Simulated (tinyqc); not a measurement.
Inside a calculation. Method: Hubbard ring of 3 sites. One step of it, computed by the program tinyqc.

Question. The many-body Hamiltonian. Basis: all placements (u, d, 2, 0 on each site), up operators ordered before down ones; hops carry the sign of the same-spin electrons passed.

one-body matrix (hopping and site energies) (eV), lower triangle:
```
,1,2,3
1,0.000000
2,-1.110000,0.000000
3,-1.110000,-1.110000,0.000000
```

U = 1.500000 eV

electrons, up and down: 2  1

Give: H.

Answer.

H (eV), lower triangle:
```
,2u0,u20,uud,20u,udu,u02,duu,02u,0u2
2u0,1.5000
u20,-1.1100,1.5000
uud,-1.1100,-1.1100,0.0000
20u,-1.1100,0.0000,0.0000,1.5000
udu,0.0000,-1.1100,0.0000,-1.1100,0.0000
u02,0.0000,0.0000,-1.1100,-1.1100,-1.1100,1.5000
duu,1.1100,0.0000,0.0000,-1.1100,0.0000,0.0000,0.0000
02u,0.0000,1.1100,0.0000,0.0000,-1.1100,0.0000,-1.1100,1.5000
0u2,0.0000,0.0000,1.1100,0.0000,0.0000,-1.1100,-1.1100,-1.1100,1.5000
```
